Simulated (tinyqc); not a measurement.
Force balance against energy balance: elastic strain and critical thickness of a cubic alloy layer A(1-x)B(x) on a thick substrate. Computed by tinyqc, a small Python program. Command: `OMP_NUM_THREADS=1 python tinyqc.py 3001546 3001547 out.jsonl misfit walk`. One thread of a shared host (Intel(R) Xeon(R) Processor @ 2.30GHz), about 0.01 s of CPU time with the checks.

Strain is positive in tension. The layer is coherent with the substrate unless said otherwise.

Inputs (values chosen for the exercise, for a model alloy): fraction x of B = 0.15; lattice constant a_A = 5.653 angstrom; lattice constant a_B = 5.451 angstrom; substrate lattice constant a_S = 5.643 angstrom.

Growth plane: (001). Layer: buried under a thick cap. Misfit dislocation: 60-degree.

C11, C12, C44 of A (GPa): [110.9, 55.88, 60.59]

C11, C12, C44 of B (GPa): [154, 60.15, 65.57]

Method:
- a = (1 - x) a_A + x a_B, the same rule for each C_ij; misfit f = (a_S - a)/a, the in-plane strain of the coherent layer.
- Voigt averages: G = (C11 - C12 + 3 C44)/5, B = (C11 + 2 C12)/3, nu = (3 B - 2 G)/(2 (3 B + G)); b = a/sqrt(2). The 60-degree dislocation has cos alpha = 1/2, and cos lambda = 1/2 on (001).
- Matthews-Blakeslee: h_c = A [ln(h_c/b) + 1], A = b (1 - nu cos^2 alpha)/(4 pi |f| (1 + nu) cos lambda), the factor 4 pi being that of a buried layer, with a dislocation at both interfaces.
- People-Bean: h_c = P ln(h_c/b), P = (1 - nu)/(1 + nu) b^2/(16 pi sqrt(2) a f^2). The misfit is scaled by 0.25, 0.4, 0.6, 1, 1.5, 2.2 at fixed a, b and nu; the upper root is taken, and rows with A < 1.3 b or P < 3 b, where the roots shrink to the core size or vanish, are left out.

misfit f = 0.00361037

prefactor A = 13.3282 nm

Poisson ratio nu = 0.237070

Burgers vector b = 0.397585 nm

free lattice constant a = 5.6227 angstrom

Critical thickness:
```
|f| (%)  Matthews-Blakeslee (nm)  People-Bean (nm)   ratio
0.09026                   425.16             34000  79.971
0.14441                   247.73             12070  48.724
0.21662                   154.69              4895  31.647
0.36104                    84.80              1547  18.240
0.54155                    52.23               610  11.681
0.79428                    32.79               249   7.593
```

The exponents d ln h_c/d ln f are -1.15 and -2.20 between the first rows, steeper than the -1 and -2 of the prefactors because of the logarithm. The ratio falls from 80.0 to 7.59 as the misfit grows. Where People-Bean lies above, a layer between the lines is metastable: dislocations would lower the energy but have to be nucleated. People-Bean has no form for a buried layer.
